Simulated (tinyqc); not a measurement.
Worked calculation: formation energy of a charged point defect from supercell energies. Computed by tinyqc, a small Python program that keeps every step. Command: `OMP_NUM_THREADS=1 python tinyqc.py 3002974 3002975 out.jsonl formation walk`. One thread of a shared host (Intel(R) Xeon(R) Processor @ 2.30GHz), about 0.01 s of CPU time with the checks. Intermediate numbers are printed to about 5 digits and carried at full precision; extremes and crossings named in words are read from the listed rows.

The host is a compound AB. Making the defect adds n_A = -1, n_B = 0 atoms to the cell. All total energies are inputs. E_F is counted from the valence-band maximum (VBM); x = 0 is A-rich and x = 1 B-rich growth.

Inputs (values chosen for the exercise, for a model compound AB):

| quantity | value | unit |
|---|---|---|
| gap E_g | 1.38 | eV |
| E_VBM of the host cell | 5.577 | eV |
| potential alignment dV | 0.033 | eV |
| dielectric constant eps | 10.9 | - |
| cell length L | 21 | angstrom |
| mu_A of the pure element | -3.165 | eV |
| formation enthalpy dH of AB | -1.14 | eV |
| growth condition x | 0.69 | - |
| Fermi level E_F | 0.337 | eV |
| temperature T | 800 | K |
| site density N_s | 3.5e+22 | cm^-3 |

Defect: vacancy of A. Supercell lattice: bcc.

charge states q: 2  1  0  -1  -2

E(defect, q) - E(host), in the order of q (eV): -5.624  0.744  6.95  13.347  19.643

Constants: e^2/(4 pi eps_0) = 14.39964548 eV angstrom; k_B = 8.617333262e-05 eV/K.

## Chemical potentials

dmu_A = x dH and dmu_B = (1 - x) dH, so that dmu_A + dmu_B = dH; mu = mu(element) + dmu. The reservoir term is sum n_i mu_i.

dmu_A = -0.7866 eV

dmu_B = -0.3534 eV

sum n_i mu_i = 3.9516 eV

## Image-charge corrections

Image-charge correction of a point charge in a neutralising background: E_corr = q^2 alpha e^2/(4 pi eps_0) / (2 eps L), alpha = 2.888462 for a bcc array with L the cube root of the volume.

E_corr (eV): (q=+2) 0.36341, (q=+1) 0.09085, (q=0) 0.00000, (q=-1) 0.09085, (q=-2) 0.36341

Caution: the largest image-charge correction in these energies, q^2 alpha e^2/(8 pi eps_0 eps L) with alpha = 2.888462, exceeds a quarter of the gap; the point-charge term alone is then a rough estimate, usually too large for a charge that is spread out.

## Formation energies at E_F = 0

E_f(q, E_F) = [E(defect, q) - E(host)] - sum n_i mu_i + q (E_VBM + dV + E_F) + E_corr(q).

E_f(q, 0) (eV): (q=+2) 2.0078, (q=+1) 2.4933, (q=0) 2.9984, (q=-1) 3.8763, (q=-2) 4.8348

## Transition levels and the lower envelope

eps(q/q') = [E_f(q', 0) - E_f(q, 0)]/(q - q'). U of state q is eps(q/q-1) - eps(q+1/q). The stable state at each E_F is the lowest line E_f(q, 0) + q E_F.

One-electron levels above the VBM (eV):

| level | energy | U of the state between this level and the next |
|---|---|---|
| (+2/+1) | 0.48544 | 0.01971 |
| (+1/0) | 0.50515 | 0.37271 |
| (0/-1) | 0.87785 | 0.08071 |
| (-1/-2) | 0.95856 | - |

Stable states:

| q | from E_F (eV) | to E_F (eV) |
|---|---|---|
| +2 | 0.00000 | 0.4854 |
| +1 | 0.48544 | 0.5051 |
| 0 | 0.50515 | 0.8779 |
| -1 | 0.87785 | 0.9586 |
| -2 | 0.95856 | 1.3800 |

Stable in the gap, from the VBM up: +2, +1, 0, -1, -2.

## The first and the last level

eps(q/q-1) = E_f(q - 1, 0) - E_f(q, 0).

level (+2/+1) = 0.48544 eV

level (-1/-2) = 0.95856 eV

## Concentrations at the given E_F and T

E_f(q, E_F) = E_f(q, 0) + q E_F. c_q = N_s exp(-E_f(q, E_F)/k_B T), with all degeneracy factors one and no vibrational entropy.

Charge states:

| q | E_f (eV) | c_q (cm^-3) | share |
|---|---|---|---|
| +2 | 2.6818 | 4.4604e+05 | 8.8791e-01 |
| +1 | 2.8303 | 5.1791e+04 | 1.0310e-01 |
| 0 | 2.9984 | 4.5183e+03 | 8.9943e-03 |
| -1 | 3.5393 | 1.7691e+00 | 3.5216e-06 |
| -2 | 4.1608 | 2.1483e-04 | 4.2764e-10 |

lowest formation energy = 2.6818 eV

total concentration = 5.0236e+05 cm^-3

mean charge = 1.8789 e

State +2 holds 88.8 % of the defects.

## Fermi level and growth conditions

Each entry is the lowest E_f over q.

Lowest formation energy (eV):

| E_F (eV) | stable q | A-rich, x = 0 | x = 0.5 | B-rich, x = 1 |
|---|---|---|---|---|
| 0.000 | +2 | 2.7944 | 2.2244 | 1.6544 |
| 0.172 | +2 | 3.1384 | 2.5684 | 1.9984 |
| 0.345 | +2 | 3.4844 | 2.9144 | 2.3444 |
| 0.518 | 0 | 3.7850 | 3.2150 | 2.6450 |
| 0.690 | 0 | 3.7850 | 3.2150 | 2.6450 |
| 0.862 | 0 | 3.7850 | 3.2150 | 2.6450 |
| 1.035 | -2 | 3.5514 | 2.9814 | 2.4114 |
| 1.208 | -2 | 3.2054 | 2.6354 | 2.0654 |
| 1.380 | -2 | 2.8614 | 2.2914 | 1.7214 |

Going from A-rich to B-rich growth shifts every line by -1.140 eV and moves no transition level. The slope of the envelope is the stable charge, so E_f is highest in the rows from E_F = 0.518 to 0.862 eV, where the neutral state is stable, and it falls on both sides: the defect is amphoteric and compensates either doping.

## What the corrections do to the levels

Levels eps(q/q-1) with the terms q dV and E_corr left out or kept.

Levels above the VBM (eV):

| level | raw | with alignment | with image charge | with both |
|---|---|---|---|---|
| (+2/+1) | 0.79100 | 0.75800 | 0.51844 | 0.48544 |
| (+1/0) | 0.62900 | 0.59600 | 0.53815 | 0.50515 |
| (0/-1) | 0.82000 | 0.78700 | 0.91085 | 0.87785 |
| (-1/-2) | 0.71900 | 0.68600 | 0.99156 | 0.95856 |

Alignment moves every level by -dV = -0.033 eV. The image term moves eps(q/q-1) by (1 - 2q) E_corr(1): (+2/+1) by -0.273, (+1/0) by -0.091, (0/-1) by +0.091, (-1/-2) by +0.273 eV, donor levels down and acceptor levels up. It adds 2 E_corr(1) = 0.182 eV to every U, which turns an apparent negative U of the raw energies into a positive one.

Checks made by the program: envelope against a direct minimum on a grid (relative difference below 1e-10).
